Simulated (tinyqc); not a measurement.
Inside a calculation. Model: threshold-voltage variability of a planar MOSFET, analytic estimates.

Numbers from tinyqc (`OMP_NUM_THREADS=1 python tinyqc.py 2090027 2090028 out.jsonl`; about 0.01 s on one thread of a shared Intel Xeon 2.30GHz). Printed values are rounded.

Three independent sources add in quadrature: random dopants in the depleted layer, metal-gate grains of two orientations, and roughness of the two gate edges acting through the roll-off VT = VT(long) - Vr exp(-L/l). These are first-order estimates: no three-dimensional electrostatics, no percolation.

Parameters, values chosen for the exercise; material values those of a made-up semiconductor:
```
symbol,value,unit,meaning
T,300,K,temperature
Eg,1.36,eV,band gap
eps_r,12.6,,relative permittivity of the semiconductor
Nc,3.15e19,cm^-3,conduction-band density of states at T
Nv,3.07e19,cm^-3,valence-band density of states at T
Na,1.4e18,cm^-3,channel doping
ti,1.6,nm,oxide-equivalent thickness in inversion
L,25,nm,gate length
W,33,nm,gate width
G,4,nm,metal grain size
dW,0.1,eV,work-function difference of the two grain orientations
p,0.6,,share of the orientation of higher work function
De,1.2,nm,rms roughness of one gate edge
La,10,nm,correlation length of the roughness
l,4.7,nm,decay length of the threshold roll-off
Vr,2.2,V,prefactor of the roll-off
n,1.24,,subthreshold factor
gI,5,1/V,gm/I of a matched pair
sb,0.9,%,spread of the gain factor of one device
Nb,1048576,,number of cells
Y,0.99,,wanted yield
```

Constants: q = 1.602176634e-19 C, kB = 1.380649e-23 J/K, Vt = kB T/q, eps0 = 8.8541878128e-14 F/cm where lengths are in cm. Results are converted to the units shown.

Range of the model: The depletion depth exceeds L, so source and drain share much of the charge and the dopant estimate is rough.

## Random dopants

ni = sqrt(Nc Nv) exp(-Eg/(2 Vt)), Eg in volts; Cox = 3.9 eps0/ti; Wd = sqrt(4 eps0 eps_r Vt ln(Na/ni)/(q Na)); dopants: s1 = (q/Cox) sqrt(Na Wd/(3 L W)). The slope A1 = s1 sqrt(L W); mean number of dopants Na L W Wd.

Cox = 2.158208 uF/cm^2
Wd = 34.54529 nm
mean number of dopants = 39.89981
A1 = 0.9425727 mV um
s1 = 32.81617 mV

Counting alone, 1/sqrt(N) of the depletion voltage q Na Wd/Cox = 359 mV, would give sqrt(3) times more: dopants deep in the layer act less on the surface.

## Metal grains and edge roughness

Grains: Ng = L W/G^2 (at least 1), s2 = dW sqrt(p (1 - p)/Ng). Edges, with exponential correlation and u = W/La: the mean gate length has sL^2 = 2 De^2 (2/u)[1 - (1 - exp(-u))/u]; s3 = sL (Vr/l) exp(-L/l).

Ng = 51.56250
s2 = 6.822423 mV
sL = 1.111772 nm
dVT/dL = 2.292175 mV/nm
s3 = 2.548377 mV

## Total spread, mismatch and leakage

s = sqrt(s1^2 + s2^2 + s3^2). For a pair: s(dVT) = sqrt(2) s; current mismatch sqrt(2) sqrt((gI s)^2 + sb^2); input offset = current mismatch/gI. For a Gaussian VT the off current is log-normal with mean/median = exp(s^2/(2 (n Vt)^2)).

s = 33.61459 mV
s(dVT) = 47.53821 mV
current mismatch = 23.80316 %
input offset = 47.60631 mV
mean/median of Ioff = 1.732883

The dopants give 95.3 % of the variance; without them s would be 7.28 mV.

## Iteration 1: margin in standard deviations for the wanted yield

k at the start = 2

Cells fail independently with probability Q(k) = erfc(k/sqrt(2))/2 when the margin is k standard deviations, and Y = exp(-Nb Q(k)). phi = exp(-k^2/2)/sqrt(2 pi). Newton steps on ln Q(k) = ln(-ln(Y)/Nb): k(new) = k + [ln Q - ln(-ln(Y)/Nb)] Q/phi.

Q(k) = 0.02275013
phi = 0.05399097
k after iteration 1 = 8.185662

## Iteration 2: margin in standard deviations for the wanted yield

As before.

Q(k) = 1.354057e-16
phi = 1.124467e-15
k after iteration 2 = 6.009092

## Course of the iteration: margin in standard deviations for the wanted yield

Stop when k changes by less than 1e-9, or after 30 iterations.

Course of the iteration:
```
iteration         k  |change|
1          8.185662      6.19
2          6.009092      2.18
3          5.631344     0.378
4          5.619346    0.0120
5          5.619334   1.21e-5
6          5.619334  1.23e-11
```

Converged in 6 iterations. At the end the number of correct digits about doubles with each step. With s(dVT) = 47.5 mV, 5.62 standard deviations are 267 mV.
